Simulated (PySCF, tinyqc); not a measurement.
FCI on RHF in the sto-3g basis, for Be, spin multiplicity 1, step by step. The lowest restricted solution is unstable here: a spin-polarised one lies 0.0012 hartree lower (PySCF). Computed by tinyqc, a small Python program that keeps every step (integrals from PySCF). Settings: charge = 0, multiplicity = 1, basis = sto-3g, method = RHF, energy threshold = 1e-10, iteration cap = 54, orthogonalisation = symmetric, start = core, DIIS depth = 6, ci = FCI, davidson = 1. Command: `OMP_NUM_THREADS=1 python tinyqc.py 24587 24588 out.jsonl` (the two numbers bound the seeds that draw the settings). One thread of a shared host (Intel(R) Xeon(R) Processor @ 2.60GHz), about 0.07 s of CPU time with the checks. The early iterations of the SCF are left out here.

## One-electron integrals

Geometry (angstrom):
```
atom         x         y         z
Be    0.000000  0.000000  0.000000
```

Basis sto-3g: exponents (1/bohr^2) and contraction coefficients of normalised primitives:
```
element  l (shell)   exponent  coefficient
Be           s (1)  30.167871     0.154329
Be           s (1)   5.495115     0.535328
Be           s (1)   1.487193     0.444635
Be           s (2)   1.314833    -0.099967
Be           s (2)   0.305539     0.399513
Be           s (2)   0.099371     0.700115
Be           p (3)   1.314833     0.155916
Be           p (3)   0.305539     0.607684
Be           p (3)   0.099371     0.391957
```

Overlap, kinetic and nuclear-attraction integrals over the contracted functions; the nuclear repulsion is the sum of Za Zb / Rab.

nuclear repulsion = 0 hartree

overlap S:
```
           1Be 1s    1Be 2s   1Be 2px   1Be 2py   1Be 2pz
1Be 1s   1.000000  0.259517  0.000000  0.000000  0.000000
1Be 2s   0.259517  1.000000  0.000000  0.000000  0.000000
1Be 2px  0.000000  0.000000  1.000000  0.000000  0.000000
1Be 2py  0.000000  0.000000  0.000000  1.000000  0.000000
1Be 2pz  0.000000  0.000000  0.000000  0.000000  1.000000
```

kinetic energy T (hartree):
```
            1Be 1s     1Be 2s   1Be 2px   1Be 2py   1Be 2pz
1Be 1s    6.693975  -0.033012  0.000000  0.000000  0.000000
1Be 2s   -0.033012   0.211111  0.000000  0.000000  0.000000
1Be 2px   0.000000   0.000000  0.660592  0.000000  0.000000
1Be 2py   0.000000   0.000000  0.000000  0.660592  0.000000
1Be 2pz   0.000000   0.000000  0.000000  0.000000  0.660592
```

nuclear attraction V (hartree):
```
             1Be 1s     1Be 2s    1Be 2px    1Be 2py    1Be 2pz
1Be 1s   -14.561092  -1.899246   0.000000   0.000000   0.000000
1Be 2s    -1.899246  -2.313268   0.000000   0.000000   0.000000
1Be 2px    0.000000   0.000000  -2.294749   0.000000   0.000000
1Be 2py    0.000000   0.000000   0.000000  -2.294749   0.000000
1Be 2pz    0.000000   0.000000   0.000000   0.000000  -2.294749
```

core Hamiltonian H = T + V (hartree):
```
            1Be 1s     1Be 2s    1Be 2px    1Be 2py    1Be 2pz
1Be 1s   -7.867117  -1.932258   0.000000   0.000000   0.000000
1Be 2s   -1.932258  -2.102157   0.000000   0.000000   0.000000
1Be 2px   0.000000   0.000000  -1.634157   0.000000   0.000000
1Be 2py   0.000000   0.000000   0.000000  -1.634157   0.000000
1Be 2pz   0.000000   0.000000   0.000000   0.000000  -1.634157
```

## Two-electron integrals

Functions are numbered as in S; the eight-fold symmetry (ij|kl) = (ji|kl) = (kl|ij) leaves the list below.

Two-electron integrals (ij|kl) in chemists' order, unique and non-zero (hartree):
```
(11|11) 2.298831   (21|11) 0.392036   (21|21) 0.079539   (22|11) 0.570988
(22|21) 0.143041   (22|22) 0.417683   (31|31) 0.014607   (32|31) 0.021888
(32|32) 0.092265   (33|11) 0.569578   (33|21) 0.143083   (33|22) 0.417589
(33|33) 0.449859   (41|41) 0.014607   (42|41) 0.021888   (42|42) 0.092265
(43|43) 0.024249   (44|11) 0.569578   (44|21) 0.143083   (44|22) 0.417589
(44|33) 0.401360   (44|44) 0.449859   (51|51) 0.014607   (52|51) 0.021888
(52|52) 0.092265   (53|53) 0.024249   (54|54) 0.024249   (55|11) 0.569578
(55|21) 0.143083   (55|22) 0.417589   (55|33) 0.401360   (55|44) 0.401360
(55|55) 0.449859
```

## Orthogonalisation

S = U s U^T; symmetric (Loewdin) form X = U s^(-1/2) U^T, so that X^T S X = 1.

eigenvalues of S: 0.740483  1.000000  1.000000  1.000000  1.259517

X:
```
            1Be 1s     1Be 2s   1Be 2px   1Be 2py   1Be 2pz
1Be 1s    1.026569  -0.135528  0.000000  0.000000  0.000000
1Be 2s   -0.135528   1.026569  0.000000  0.000000  0.000000
1Be 2px   0.000000   0.000000  1.000000  0.000000  0.000000
1Be 2py   0.000000   0.000000  0.000000  1.000000  0.000000
1Be 2pz   0.000000   0.000000  0.000000  0.000000  1.000000
```

## Iteration 2 (converged): orbitals

converged F (hartree):
```
            1Be 1s     1Be 2s   1Be 2px   1Be 2py   1Be 2pz
1Be 1s   -4.481297  -1.266056  0.000000  0.000000  0.000000
1Be 2s   -1.266056  -0.594757  0.000000  0.000000  0.000000
1Be 2px   0.000000   0.000000  0.221086  0.000000  0.000000
1Be 2py   0.000000   0.000000  0.000000  0.221086  0.000000
1Be 2pz   0.000000   0.000000  0.000000  0.000000  0.221086
```

Diagonalise F' = X^T F X, C = X C', fill 2 alpha and 2 beta electrons from the bottom; D = 2 C_occ C_occ^T. Each column has its largest component positive (the first on a tie).

F' = X^T F X (hartree):
```
           1          2         3         4         5
1  -4.381226  -0.651256  0.000000  0.000000  0.000000
2  -0.651256  -0.356804  0.000000  0.000000  0.000000
3   0.000000   0.000000  0.221086  0.000000  0.000000
4   0.000000   0.000000  0.000000  0.221086  0.000000
5   0.000000   0.000000  0.000000  0.000000  0.221086
```

orbital energies (hartree): MO1 -4.483992, MO2 -0.254038, MO3 0.221086, MO4 0.221086, MO5 0.221086

coefficients C:
```
              MO1        MO2       MO3       MO4       MO5
1Be 1s   0.992898  -0.293881  0.000000  0.000000  0.000000
1Be 2s   0.026138   1.035147  0.000000  0.000000  0.000000
1Be 2px  0.000000   0.000000  1.000000  0.000000  0.000000
1Be 2py  0.000000   0.000000  0.000000  1.000000  0.000000
1Be 2pz  0.000000   0.000000  0.000000  0.000000  1.000000
```

D after iteration 2:
```
            1Be 1s     1Be 2s   1Be 2px   1Be 2py   1Be 2pz
1Be 1s    2.144425  -0.556515  0.000000  0.000000  0.000000
1Be 2s   -0.556515   2.144425  0.000000  0.000000  0.000000
1Be 2px   0.000000   0.000000  0.000000  0.000000  0.000000
1Be 2py   0.000000   0.000000  0.000000  0.000000  0.000000
1Be 2pz   0.000000   0.000000  0.000000  0.000000  0.000000
```

Within a degenerate level the vectors are fixed only up to a rotation; this is one choice.

## Convergence

Stop when the energy changes by less than 1e-10 hartree and every element of the error matrix X^T (F D S - S D F) X is below 3e-06.

Course of the cycle:
```
iteration   E (hartree)     change  largest element of the error matrix
1          -14.35188048          -                             1.81e-15
2          -14.35188048  -5.33e-15                             8.97e-16
```

PySCF RHF in the same basis = -14.35188048 hartree

Converged in 2 iterations.

## Integrals over molecular orbitals

(pq|rs) = sum C_ip C_jq C_kr C_ls (ij|kl), one index at a time.

one-electron integrals over orbitals h = C^T H C (hartree):
```
           1          2          3          4          5
1  -7.857501   0.267574   0.000000   0.000000   0.000000
2   0.267574  -1.756350   0.000000   0.000000   0.000000
3   0.000000   0.000000  -1.634157   0.000000   0.000000
4   0.000000   0.000000   0.000000  -1.634157   0.000000
5   0.000000   0.000000   0.000000   0.000000  -1.634157
```

Two-electron integrals over orbitals (pq|rs), unique and non-zero (hartree):
```
(11|11) 2.275334    (21|11) -0.253330   (21|21) 0.044298    (22|11) 0.571236
(22|21) -0.014244   (22|22) 0.404138    (31|31) 0.015599    (32|31) 0.020563
(32|32) 0.086809    (33|11) 0.569229    (33|21) -0.008940   (33|22) 0.409597
(33|33) 0.449859    (41|41) 0.015599    (42|41) 0.020563    (42|42) 0.086809
(43|43) 0.024249    (44|11) 0.569229    (44|21) -0.008940   (44|22) 0.409597
(44|33) 0.401360    (44|44) 0.449859    (51|51) 0.015599    (52|51) 0.020563
(52|52) 0.086809    (53|53) 0.024249    (54|54) 0.024249    (55|11) 0.569229
(55|21) -0.008940   (55|22) 0.409597    (55|33) 0.401360    (55|44) 0.401360
(55|55) 0.449859
```

## FCI: determinants and Hamiltonian

Hartree-Fock energy = -14.35188048 hartree

Slater-Condon rules over spin orbitals, with the nuclear repulsion added and E(HF) subtracted on the diagonal. Only determinants linked to the reference directly or through others are kept (one block of an abelian symmetry group), so some states are absent.

Occupation strings over the orbitals (2 doubly, a alpha, b beta, 0 empty; spin orbitals ordered 1a 1b 2a 2b ...): 22000 20200 ab200 20020 ab020 20002 ab002 ba200 02200 ba020 02020 ba002 02002 00220 00202 00022

H - E(HF) between determinants (hartree):
```
           22000      20200      ab200      20020      ab020      20002      ab002      ba200
22000   0.000000   0.086809  -0.020563   0.086809  -0.020563   0.086809  -0.020563   0.020563
20200   0.086809   0.339474  -0.024199   0.024249   0.000000   0.024249   0.000000   0.024199
ab200  -0.020563  -0.024199   4.346054   0.000000   0.024249   0.000000   0.024249  -0.044298
20020   0.086809   0.024249   0.000000   0.339474  -0.024199   0.024249   0.000000   0.000000
ab020  -0.020563   0.000000   0.024249  -0.024199   4.346054   0.000000   0.024249   0.000000
20002   0.086809   0.024249   0.000000   0.024249   0.000000   0.339474  -0.024199   0.000000
ab002  -0.020563   0.000000   0.024249   0.000000   0.024249  -0.024199   4.346054   0.000000
ba200   0.020563   0.024199  -0.044298   0.000000   0.000000   0.000000   0.000000   4.346054
02200   0.015599   0.044298   0.214888   0.000000   0.000000   0.000000   0.000000  -0.214888
ba020   0.020563   0.000000   0.000000   0.024199  -0.044298   0.000000   0.000000   0.024249
02020   0.015599   0.000000   0.000000   0.044298   0.214888   0.000000   0.000000   0.000000
ba002   0.020563   0.000000   0.000000   0.000000   0.000000   0.024199  -0.044298   0.024249
02002   0.015599   0.000000   0.000000   0.000000   0.000000   0.044298   0.214888   0.000000
00220   0.000000   0.015599   0.020563   0.015599   0.020563   0.000000   0.000000  -0.020563
00202   0.000000   0.015599   0.020563   0.000000   0.000000   0.015599   0.020563  -0.020563
00022   0.000000   0.000000   0.000000   0.015599   0.020563   0.015599   0.020563   0.000000

           02200      ba020      02020      ba002      02002      00220      00202      00022
22000   0.015599   0.020563   0.015599   0.020563   0.015599   0.000000   0.000000   0.000000
20200   0.044298   0.000000   0.000000   0.000000   0.000000   0.015599   0.015599   0.000000
ab200   0.214888   0.000000   0.000000   0.000000   0.000000   0.020563   0.020563   0.000000
20020   0.000000   0.024199   0.044298   0.000000   0.000000   0.015599   0.000000   0.015599
ab020   0.000000  -0.044298   0.214888   0.000000   0.000000   0.020563   0.000000   0.020563
20002   0.000000   0.000000   0.000000   0.024199   0.044298   0.000000   0.015599   0.015599
ab002   0.000000   0.000000   0.000000  -0.044298   0.214888   0.000000   0.020563   0.020563
ba200  -0.214888   0.024249   0.000000   0.024249   0.000000  -0.020563  -0.020563   0.000000
02200   9.889632   0.000000   0.024249   0.000000   0.024249   0.086809   0.086809   0.000000
ba020   0.000000   4.346054  -0.214888   0.024249   0.000000  -0.020563   0.000000  -0.020563
02020   0.024249  -0.214888   9.889632   0.000000   0.024249   0.086809   0.000000   0.086809
ba002   0.000000   0.024249   0.000000   4.346054  -0.214888   0.000000  -0.020563  -0.020563
02002   0.024249   0.000000   0.024249  -0.214888   9.889632   0.000000   0.086809   0.086809
00220   0.086809  -0.020563   0.086809   0.000000   0.000000  10.271911   0.024249   0.024249
00202   0.086809   0.000000   0.000000  -0.020563   0.086809   0.024249  10.271911   0.024249
00022   0.000000  -0.020563   0.086809  -0.020563   0.086809   0.024249   0.024249  10.271911
```

## FCI: roots

Diagonalise (each vector has its largest component positive (the first on a tie)); all determinants have Ms = 0, so triplets appear too. The lowest singlet root is the correlation energy.

lowest roots of this matrix, relative to E(HF) (hartree): -0.051775  0.314681  0.314681  0.438431  4.277506  4.277506  4.349593  4.349593

lowest vectors:
```
          root 1     root 2     root 3     root 4
22000   0.946403   0.000000   0.000000   0.322754
20200  -0.186414   0.769943  -0.271634   0.546391
ab200   0.003363   0.004805  -0.001695   0.005158
20020  -0.186414  -0.620214  -0.530973   0.546391
ab020   0.003363  -0.003871  -0.003314   0.005158
20002  -0.186414  -0.149729   0.802607   0.546391
ab002   0.003363  -0.000934   0.005009   0.005158
ba200  -0.003363  -0.004805   0.001695  -0.005158
02200  -0.000805  -0.003776   0.001332  -0.003280
ba020  -0.003363   0.003871   0.003314  -0.005158
02020  -0.000805   0.003042   0.002604  -0.003280
ba002  -0.003363   0.000934  -0.005009  -0.005158
02002  -0.000805   0.000734  -0.003937  -0.003280
00220   0.000548  -0.000233   0.001247  -0.001710
00202   0.000548  -0.000963  -0.000825  -0.001710
00022   0.000548   0.001196  -0.000422  -0.001710
```

<S^2> of these roots: 0.000000  0.000000  0.000000  0.000000  2.000000  2.000000  0.000000  0.000000

weight of the ground state by excitation level 0, 1, 2, ...: 0.895679  0.000000  0.104320  0.000000  0.000001

Within a degenerate level the vectors are fixed only up to a rotation; this is one choice.

The reference has a weight of only 0.90: one determinant is a poor start here.

## The lowest root by the Davidson method

Start from the reference; add the residual divided by (theta - H_ii), orthogonalised, at each step.

Davidson iterations:
```
iteration  subspace  lowest Ritz value (hartree)  residual norm
1                 1                   0.00000000       1.61e-01
2                 2                  -0.05176148       1.16e-02
3                 3                  -0.05177462       2.58e-04
4                 4                  -0.05177463       1.18e-05
5                 5                  -0.05177463       2.77e-16
```
